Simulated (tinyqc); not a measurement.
## Van der Pauw, Hall and four-point-probe measurements on a doped layer: correction factor against the shape of the sample

A uniform n-type layer with sheet resistance Rs = 1/(q ns mu), point contacts, low field (mu B small).

Rs = 1/(q ns mu). For a rectangle with contacts at the corners, RA = (8 Rs/pi) sum_(k>=0) ln coth((2k + 1) pi a/(2 b)) with current along a short side b and voltage along the opposite one, RB the same with a and b exchanged. ar = a/b. F = Rs/[(pi/ln 2)(RA + RB)/2]; small-asymmetry estimate 1 - (ln 2/2) d^2 - ((ln 2)^2/4 - (ln 2)^3/12) d^4 with d = (RB - RA)/(RB + RA).

Parameters, values chosen for the exercise:
- ns = 9.1e14 cm^-2 (sheet density of the layer)
- mu = 89 cm^2/(V s) (drift mobility)

Constants: q = 1.602176634e-19 C. Results are converted to the units shown.

Results:
```
ar    RA (ohm)  RB (ohm)   RB/RA        F  estimate of F
1       17.003    17.003  1.0000   1.0000         1.0000
1.23    8.2395    30.767  3.7341  0.87182        0.87413
1.46    3.9985    46.471  11.622  0.67381        0.70823
1.69    1.9411    63.190  32.554  0.52212        0.62128
2.14   0.47213    97.142  205.75  0.34838        0.57126
2.37   0.22922    114.75  500.59  0.29577        0.56529
2.6    0.11129    132.41  1189.8  0.25661        0.56285
```

Estimate the missing row, ar = 1.91.

Computed row:
```
ar    RA (ohm)  RB (ohm)   RB/RA        F  estimate of F
1.91   0.97246    79.666  81.922  0.42172        0.58618
```

With this row back in the table: RB/RA rises from 1.00 to 1190 and F falls from 1.00 to 0.257. The estimate is 5.1 % above F at a/b = 1.46 and 2.19 times it in the last row. RA shrinks about as exp(-pi a/b): by a factor of 2.06 between the last two rows, against 2.06.

Program tinyqc, `OMP_NUM_THREADS=1 python tinyqc.py 2850203 2850204 out.jsonl`; Intel Xeon 2.30GHz, shared host, one thread, about 0.01 s.
